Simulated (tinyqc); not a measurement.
Ballistic transport through the one-dimensional subbands of a rectangular nanowire or nanosheet channel: one step, computed by the program tinyqc. Command: `OMP_NUM_THREADS=1 python tinyqc.py 3021589 3021590 out.jsonl wire walk`. One thread of a shared host (Intel(R) Xeon(R) Processor @ 2.30GHz), about 0.04 s of CPU time with the checks.

Hard walls, parabolic subbands, transport along x. Energies are counted from the bulk conduction band edge at the top of the barrier, which the gate pulls down by U; the source Fermi level lies at the bulk edge when U = 0.

Problem. Subbands. E_pq = (hbar^2 pi^2/2)(p^2/(m_y b^2) + q^2/(m_z a^2)); valley pairs: (m_x, m_y, m_z) = (m_t, m_t, m_l), (m_t, m_l, m_t), (m_l, m_t, m_t), each with degeneracy g = 2; the 10 lowest subbands are kept.

Inputs (values chosen for the exercise, modelled on silicon): light mass m_t = 0.19 m_0; heavy mass m_l = 0.924 m_0; height a = 3.1 nm; width b = 4.8 nm.

Valleys: silicon [100] wire.

Constants: hbar^2/(2 m_0) = 3.80998212 eV angstrom^2; k_B = 8.617333262e-05 eV/K.

Give: Subbands.

Solution.

Subbands:
```
valley axis  p  q  E (meV)  m_x (m_0)
z            1  1    128.2      0.190
y            1  1    223.6      0.190
z            1  2    255.3      0.190
y            2  1    276.6      0.190
x            1  1    291.8      0.924
y            3  1    364.9      0.190
z            2  1    385.9      0.190
z            1  3    467.0      0.190
y            4  1    488.6      0.190
z            2  2    513.0      0.190
```
